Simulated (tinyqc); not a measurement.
Dopant redistribution at a moving silicon-oxide interface during parabolic oxidation: one step, computed by the program tinyqc.

Uniformly doped silicon is oxidised with x_ox = sqrt(B t); the interface advances into the silicon by alpha x_ox, alpha = 0.44. The dopant does not move in the oxide, and at the interface C(silicon) = m C(oxide).

Question. Interface concentration. With the dopant diffusivity D and s = alpha x_ox/(2 sqrt(D t)), in the silicon C = C_B + (C_s - C_B) erfc(y/(2 sqrt(D t)))/erfc(s), y from the original surface. Dopant balance at the interface gives C_s/C_B = 1/[1 + (1/(m alpha) - 1) g], g = sqrt(pi) s exp(s^2) erfc(s).

Inputs (values chosen for the exercise, modelled on phosphorus in silicon under dry oxygen): oxidation activation energy E_B = 1.22 eV; segregation coefficient m = C(silicon)/C(oxide) = 13; bulk doping C_B = 4.9e+17 1/cm^3; temperature T = 975 C.

s = 0.4719457

Give: g; ratio C_s/C_B; C_s in the silicon; concentration in the oxide.

Answer.

g = 0.52730

ratio C_s/C_B = 1.7703

C_s in the silicon = 8.6743e+17 1/cm^3

concentration in the oxide = 6.6725e+16 1/cm^3

m alpha = 5.720: the oxide rejects dopant, which piles up in the silicon. For a very fast interface the ratio would tend to m alpha. Caution: in this case the oxide is not much thicker than a typical Deal-Grove length A, so real growth is slower than parabolic. Caution: parabolic growth needs an oxide much thicker than the Deal-Grove length A, which fails for thin films and low temperatures; oxidation-enhanced or retarded diffusion is ignored.
